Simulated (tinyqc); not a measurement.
Comparisons within one model: sp3s* tight binding. A value that a table varies takes the place of the one given here.

sp3s* tight binding, nearest neighbours only: anion (a) at 0, cation (c) at a/4 (1,1,1), orbitals s, px, py, pz, s* on each; k in units of 2 pi/a. With phases e_j = exp(i (pi/2) k.n_j) for n = (1,1,1), (1,-1,-1), (-1,1,-1), (-1,-1,1): g0 = (e1+e2+e3+e4)/4, g1 = (e1+e2-e3-e4)/4, g2 = (e1-e2+e3-e4)/4, g3 = (e1-e2-e3+e4)/4. The diagonal holds the levels Esa, Epa, Exa (s*) and Esc, Epc, Exc. Anion-cation block: <sa|sc> = Vss g0; <sa|xc> = Vsapc g1; <xa|sc> = -Vscpa g1; <xa|xc> = Vxx g0; <xa|yc> = <ya|xc> = Vxy g3, <xa|zc> = <za|xc> = Vxy g2, <ya|zc> = <za|yc> = Vxy g1; <s*a|xc> = Vxapc g1; <xa|s*c> = -Vpaxc g1; y and z take g2 and g3 in place of g1; s-s* and s*-s* vanish.

Inputs chosen for the exercise (near a published set for Ge, fitted to gaps, whose masses and valley positions are rough; the results hold for these values, not for the real material): Esa = -5.87 eV (s level of the anion); Epa = 1.607 eV (p level of the anion); Esc = -5.87 eV (s level of the cation); Epc = 1.607 eV (p level of the cation); Exa = 6.383 eV (s* level of the anion); Exc = 6.383 eV (s* level of the cation); Vss = -6.781 eV (s-s); Vxx = 1.614 eV (px-px); Vxy = 4.901 eV (px-py); Vsapc = 5.465 eV (s anion, p cation); Vscpa = 5.465 eV (s cation, p anion); Vxapc = 5.214 eV (s* anion, p cation); Vpaxc = 5.214 eV (p anion, s* cation); eta = 1.8 (scaling exponent); D001 = 0.78 (ratio -ezz/exx).

## What the s* orbital does

The s* couplings Vxapc and Vpaxc are scaled by f; f = 0 is the plain sp3 model. Gaps from the top of the valence band at Gamma; the Delta value is the minimum on (x,0,0), 0.5 <= x <= 1.

Gaps (eV):

| f | Gamma | Delta | L | x of the minimum |
|---|---|---|---|---|
| 0.00 | 0.9180 | 3.6427 | 2.2566 | 0.500 |
| 0.25 | 0.9180 | 3.4713 | 2.1102 | 0.500 |
| 0.50 | 0.9180 | 2.8383 | 1.7405 | 0.672 |
| 0.75 | 0.9180 | 1.8343 | 1.2684 | 0.788 |
| 0.90 | 0.9180 | 1.2119 | 0.9728 | 0.804 |
| 1.00 | 0.9180 | 0.7988 | 0.7780 | 0.808 |
| 1.10 | 0.9180 | 0.3893 | 0.5877 | 0.809 |

How do the results move?

The gap at Gamma stays, since g1 to g3 vanish there. From f = 0 to 1 the s* levels lower the Delta value by 2.844 eV and L by 1.479 eV. For f = 0 and 0.25 the least value lies at x = 0.5, the end of the range: any valley further out lies above that value until s* has lowered it enough. The lowest of the three is Gamma at f = 0 and L at f = 1.

## Hydrostatic strain (sp3s* tight binding, strained)

Strain e moves each bond vector to d = (1 + e) d0 (no internal displacement for the diagonal strains used here) and k is given in fractions of the strained reciprocal cell, so the phases stay. Two-centre values Vss_sigma = Vss/4, Vsp_sigma = sqrt3 V/4 for each s-p and s*-p pair, Vpp_sigma = (Vxx + 2 Vxy)/4, Vpp_pi = (Vxx - Vxy)/4 are scaled by (d0/d)^eta and combined with the new direction cosines; the levels on the diagonal stay.

exx = eyy = ezz = e. Gaps as measured from the top of the valence band; the deformation potentials are (gap(0.01) - gap(-0.01))/0.06.

Gaps (eV):

| e | Gamma | Delta | L | x of the minimum |
|---|---|---|---|---|
| -0.03 | 1.3911 | 0.8144 | 1.0151 | 0.793 |
| -0.02 | 1.2289 | 0.8093 | 0.9333 | 0.798 |
| -0.01 | 1.0713 | 0.8041 | 0.8543 | 0.803 |
| 0.00 | 0.9180 | 0.7988 | 0.7780 | 0.808 |
| 0.01 | 0.7690 | 0.7934 | 0.7043 | 0.813 |
| 0.02 | 0.6240 | 0.7879 | 0.6333 | 0.819 |
| 0.03 | 0.4830 | 0.7823 | 0.5648 | 0.824 |

gap deformation potentials (eV): Gamma -5.038, Delta -0.178, L -2.499

How do the results move?

Per unit of volume strain the gaps move by -5.04 (Gamma), -0.18 (Delta) and -2.50 eV (L). The lowest valley changes from the Delta line to L between e = -0.01 and 0 and from L to Gamma between e = 0.01 and 0.02. These potentials follow from the one exponent eta, which fitted models replace by one for each integral; with it the sizes are rough, the sign for Delta can be wrong (in Si, Ge and the III-V crystals measured values are small and positive), and the pressures at which valleys cross, and which valley takes over, are rough too. A gap of zero, where one is listed, marks an s level that has sunk below the valence top.

## Biaxial strain splits the top of the valence band (sp3s* tight binding, strained)

No spin-orbit coupling; k = 0; exx = eyy = e, ezz = -D001 e. The four bonds keep equal lengths, and the sums over them give Vxx(e) for px and py and Vzz(e) for pz; each level is the lower root of [[Epa, V], [V, Epc]], and the s level the upper root of the s block. The shear potential b follows from E(x,y) - E(z) = 3 b (exx - ezz), taken as the slope between e = -0.005 and 0.005.

Couplings and levels at Gamma (eV):

| e | ezz | Vxx(e) | Vzz(e) | E(x,y) | E(z) | E(x,y) - E(z) (meV) | upper s level |
|---|---|---|---|---|---|---|---|
| -0.020 | 0.0156 | 1.5178 | 1.8768 | 0.0892 | -0.2698 | 359.0 | 1.0096 |
| -0.010 | 0.0078 | 1.5668 | 1.7438 | 0.0402 | -0.1368 | 177.0 | 0.9605 |
| -0.005 | 0.0039 | 1.5906 | 1.6785 | 0.0164 | -0.0715 | 87.9 | 0.9358 |
| 0.005 | -0.0039 | 1.6370 | 1.5503 | -0.0300 | 0.0567 | -86.6 | 0.8861 |
| 0.010 | -0.0078 | 1.6595 | 1.4875 | -0.0525 | 0.1195 | -172.0 | 0.8612 |
| 0.020 | -0.0156 | 1.7032 | 1.3643 | -0.0962 | 0.2427 | -338.9 | 0.8112 |

b = -3.267 eV

What does this show, and why?

Under tension in the plane (e > 0) the bonds tilt towards the plane, Vxx grows to 1.6595 and Vzz falls to 1.4875 eV at e = 0.01, and the pz state forms the top of the valence band, by 172.0 meV; under compression (e = -0.01) the px, py pair does, by 177.0 meV. The slope gives b = -3.27 eV, a rough value, since on-site strain terms are left out (measured values lie near -2 eV).

## What each parameter does

Gaps from the top of the valence band at Gamma; Delta is the minimum on (x,0,0), 0.5 <= x <= 1. A change on one sublattice alone makes the two atoms unequal. Each row changes one parameter from the base and keeps the others.

Results:

| case | Ev (eV) | gap Gamma (eV) | gap Delta (eV) | gap L (eV) |
|---|---|---|---|---|
| base | -0.0070 | 0.9180 | 0.7988 | 0.7780 |
| Epa = 1.907 eV | 0.1360 | 0.7750 | 0.7187 | 0.6733 |
| Vscpa = 5.665 eV | -0.0070 | 0.9180 | 0.8461 | 0.8429 |
| Exc = 6.183 eV | -0.0070 | 0.9180 | 0.7594 | 0.7600 |
| Vss = -6.481 eV | -0.0070 | 0.6180 | 0.8138 | 0.6941 |
| Vsapc = 5.765 eV | -0.0070 | 0.9180 | 0.8655 | 0.8738 |
| Esa = -6.07 eV | -0.0070 | 0.8187 | 0.7812 | 0.7222 |

How do the results move?

The largest shifts from the base row, up to three for each result and ties (the steps differ in size, so this ranks the rows, not the parameters). Ev (eV): Epa +0.1430; unchanged at the printed digits by Vscpa, Exc, Vss, Vsapc and Esa. gap Gamma (eV): Vss -0.3000, Epa -0.1430, Esa -0.0993; unchanged at the printed digits by Vscpa, Exc and Vsapc. gap Delta (eV): Epa -0.0801, Vsapc +0.0667, Vscpa +0.0473. gap L (eV): Epa -0.1047, Vsapc +0.0958, Vss -0.0839. Vscpa, Exc and Vsapc cannot move Ev or the gap at Gamma, whose blocks do not hold them; s parameters never move Ev, and move the gap only where the lowest empty level at Gamma is s-like.

Program tinyqc; command `OMP_NUM_THREADS=1 python tinyqc.py 1482311 1482312 out.jsonl`; about 0.07 s on one thread of a shared Intel(R) Xeon(R) Processor @ 2.30GHz.
